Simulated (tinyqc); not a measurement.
Shrinking the pitch: stress in a transistor channel from embedded alloy regions, liners and fins, by half-space elasticity. Computed by tinyqc, a small Python program. Command: `OMP_NUM_THREADS=1 python tinyqc.py 3026844 3026845 out.jsonl stressor walk`. One thread of a shared host (Intel(R) Xeon(R) Processor @ 2.30GHz), about 0.01 s of CPU time with the checks.

Plane strain in an isotropic half-space, the same constants everywhere; x along the channel from its centre, y downwards from the free surface; stress is positive in tension.

Inputs (values chosen for the exercise, modelled on silicon):
```
quantity                          value  unit
alloy fraction x                  0.023     -
lattice change per unit x, beta  -0.453     -
Young's modulus E                   171   GPa
Poisson ratio nu                   0.28     -
channel length L                    114    nm
length of each stressor S            30    nm
recess depth d                       40    nm
depth of the field point y          2.6    nm
```

Stressor: Si(1-x)C(x) source and drain.

Method:
- Misfit e = beta x. A fully constrained inclusion holds the stress -p with p = E e/(1 - 2 nu); a blanket film would hold -E e/(1 - nu) in the plane.
- A line element dA of misfit at (a, c) in the half-space gives, with C = E e/(2 pi (1 - nu)), X = x - a, r1^2 = X^2 + (y - c)^2, r2^2 = X^2 + Y^2, Y = y + c: s_xx = -C dA {[X^2 - (y - c)^2]/r1^4 + 3 [X^2 - Y^2]/r2^4 + 4 y Y (Y^2 - 3 X^2)/r2^6}, s_yy = C dA {[X^2 - (y - c)^2]/r1^4 - [X^2 - Y^2]/r2^4 + 4 y Y (Y^2 - 3 X^2)/r2^6}. These are integrated over two rectangles, L/2 < |a| < L/2 + S, 0 < c < d (closed form in a, 200 Gauss-Legendre points in c).
- L and S are scaled together at fixed d, then S alone, then L alone.

misfit e = -0.010419

S_xx at the centre (MPa):
```
scale  L and S scaled  S alone  L alone
0.35           436.88    225.6   1100.4
0.50           550.72    308.3    960.2
0.70           582.64    407.7    763.6
1.00           536.95    536.9    536.9
1.40           448.83    679.7    350.3
2.00           345.17    846.8    205.3
3.00           242.87   1043.8    104.0
```

Halving S alone keeps 0.57 of the stress, halving L alone gives 1.79, and halving both 1.03: a shorter channel brings the walls closer, a shorter stressor brings its far wall, which pulls the other way, closer too. Neighbouring devices are left out.
